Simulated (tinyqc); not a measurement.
Where the gap correction goes: band offset from the macroscopic average of a supercell potential.

dEv = Ev(A) - Ev(B) = Ev1 - (dV + Ev2); dEc = Ec(B) - Ec(A) = Eg2 - Eg1 - dEv. The correction of a gap, c = Eg[1] - Eg[0], lowers the valence top by fv c and leaves dV, a ground-state quantity, as it is. Type I: dEv and dEc of one sign; II: opposite signs; III: no overlap of the gaps.

Parameters, chosen for this exercise (gaps near those of GaAs and AlAs; the results hold for these values, not for the real material): Ev1 = 7.67 eV (valence top of bulk A above its mean potential); Eg1 = (0.51, 1.52) eV (gap of A: semi-local value, corrected value); Ev2 = 6.67 eV (valence top of bulk B above its mean potential); Eg2 = (1.4, 2.33) eV (gap of B: semi-local value, corrected value).

dV = B - A = 0.5600 eV

fv1 and fv2 are varied.

Offsets (eV):
```
fv1  fv2     dEv     dEc
0.0  0.0   0.440   0.370
0.5  0.5   0.400   0.410
1.0  1.0   0.360   0.450
0.0  1.0   1.370  -0.560
1.0  0.0  -0.570   1.380
0.3  0.7   0.788   0.022
```

What can be read from this table?

dEv + dEc = 0.810 eV in every row, but dEv alone spans 1.94 eV, the sum of the two corrections. A scissor on the conduction bands alone (first row) keeps the semi-local dEv; with equal shares fv the shift is fv times the difference of the corrections, -0.08 eV, against their sum of 1.94 eV: most of the error cancels if the shares are alike.

Program tinyqc; command `OMP_NUM_THREADS=1 python tinyqc.py 1850207 1850208 out.jsonl`; about 0.01 s on one thread of a shared Intel(R) Xeon(R) Processor @ 2.30GHz.
